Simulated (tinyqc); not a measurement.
Composition and strain of an epitaxial Si(1-x)Ge(x) layer from Raman and X-ray peaks: one step, computed by the program tinyqc.

A (001) layer, biaxially strained in the plane. The Raman peaks follow empirical lines omega = w0 + c1 x + c3 x^3 + b eps (c3 for Si-Ge alone), with eps the in-plane strain.

Question. Lattice constants and strain. Relaxed lattice constant a(x) = a_Si + (a_Ge - a_Si) x - B x (1 - x). In-plane constant a_par = a_sub + R (a(x) - a_sub); eps = a_par/a(x) - 1; eps_perp = -(2 C12/C11) eps with 2 C12/C11 linear in x; a_perp = a(x) (1 + eps_perp). The buffer has a_sub = a(y).

Inputs (values chosen for the exercise, modelled on silicon-germanium):

| quantity | value | unit |
|---|---|---|
| Ge fraction x | 0.75 | - |
| degree of relaxation R | 0.1 | - |
| Ge fraction y of the buffer | 0.49 | - |
| lattice constant of Si | 5.431 | angstrom |
| lattice constant of Ge | 5.658 | angstrom |
| bowing B | 0.027 | angstrom |
| 2 C12/C11 of Si | 0.766 | - |
| 2 C12/C11 of Ge | 0.747 | - |

Substrate: relaxed alloy buffer.

Give: relaxed constant a(x); substrate constant a_sub; a_par; in-plane strain eps; strain along the normal; a_perp.

Answer.

relaxed constant a(x) = 5.596 angstrom

substrate constant a_sub = 5.535 angstrom

a_par = 5.542 angstrom

in-plane strain eps = -9.763 per mille

strain along the normal = 7.339 per mille

a_perp = 5.637 angstrom

The layer is under compression in the plane and is stretched along the normal.
